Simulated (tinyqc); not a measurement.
Hot electrons in a saturated n-channel MOSFET, lucky-electron model: one step of the calculation.

Beyond pinch-off the lateral field grows as Esat cosh(y/l) over the velocity-saturated region (pseudo-two-dimensional model). Impact ionisation in this region gives the substrate current, which biases the body forward through Rsub. Currents are per width. Local-field laws: they overstate ionisation when the field peak is narrower than an energy relaxation length.

Problem. Length and field scales. Cox = 3.9 eps0/tox, l = sqrt(3 tox xj), Esat = 2 vs/mu.

Inputs (values chosen for the exercise); values close to those of silicon n-channel devices:
- L = 0.35 um (channel length)
- tox = 7.4 nm (oxide thickness)
- xj = 110 nm (junction depth)
- mu = 260 cm^2/(V s) (effective mobility)
- vs = 8.9e6 cm/s (saturation velocity)

Constants: eps0 = 8.8541878128e-14 F/cm where lengths are in cm. Results are converted to the units shown.

Wanted: Cox; l; Esat; Esat L.

Solution.

Cox = 0.4666 uF/cm^2
l = 49.42 nm
Esat = 0.06846 MV/cm
Esat L = 2.396 V

Numbers from tinyqc (`OMP_NUM_THREADS=1 python tinyqc.py 2550072 2550073 out.jsonl`; about 0.01 s on one thread of a shared Intel Xeon 2.30GHz).
